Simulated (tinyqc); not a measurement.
What each value does: bond-orbital model of a tetrahedral semiconductor (Harrison's universal couplings).

Hybrid level eh = (es + 3 ep)/4; metallic energy V1 = (ep - es)/4 for each atom; covalent energy V2 = 3.22 hbar^2/(m d^2); polar energy V3 = (ehc - eha)/2; hbar^2/m = 2c, c = hbar^2/2m0. Polarity ap = V3/sqrt(V2^2 + V3^2), covalency ac = V2/sqrt(V2^2 + V3^2). p-p coupling at Gamma Exx = (4/3)(2.22 - 2 x 0.63) hbar^2/(m d^2) = 1.28 hbar^2/(m d^2), s-s coupling Ess = 4 x 1.32 hbar^2/(m d^2).

Constants: hbar^2/2m0 = 3.80998211 eV angstrom^2.

Values chosen for the exercise (near tabulated values for AlN; the model gives trends, and its gaps can be far from the real ones; the results hold for these values, not for the real material): esc = -10.64 eV (s level, cation); epc = -5.7 eV (p level, cation); esa = -25.99 eV (s level, anion); epa = -13.97 eV (p level, anion); d = 1.89 angstrom (bond length).

The bond-antibond splitting is 2 sqrt(V2^2 + V3^2). E0 is the upper root of [[esa, 5.28 u], [5.28 u, esc]] less the lower root of [[epa, 1.28 u], [1.28 u, epc]], u = hbar^2/(m d^2).

One parameter was then changed.

Results before and after:

| case | ap | bond-antibond splitting (eV) | Ev (eV) | E0 (eV) |
|---|---|---|---|---|
| base | 0.5901 | 17.015 | -14.790 | 10.105 |
| changed | 0.5754 | 16.797 | -14.334 | 9.648 |

Which of these changes was made? (a) d = 1.94 angstrom; (b) esa = -25.49 eV; (c) epc = -5.2 eV; (d) esc = -10.14 eV; (e) epa = -13.47 eV.

Answer: (e) epa = -13.47 eV. Of the candidates, run in turn, only this one gives the changed row.

All candidates:

| case | ap | bond-antibond splitting (eV) | Ev (eV) | E0 (eV) |
|---|---|---|---|---|
| base | 0.5901 | 17.015 | -14.790 | 10.105 |
| esc = -10.14 eV | 0.5948 | 17.090 | -14.790 | 10.497 |
| epc = -5.2 eV | 0.6041 | 17.239 | -14.751 | 10.065 |
| esa = -25.49 eV | 0.5852 | 16.942 | -14.790 | 10.216 |
| epa = -13.47 eV | 0.5754 | 16.797 | -14.334 | 9.648 |
| d = 1.94 angstrom | 0.6101 | 16.456 | -14.715 | 9.560 |

Run: tinyqc, `OMP_NUM_THREADS=1 python tinyqc.py 1480493 1480494 out.jsonl`; Intel(R) Xeon(R) Processor @ 2.30GHz, one thread, shared host; about 0.01 s of CPU time with all checks.
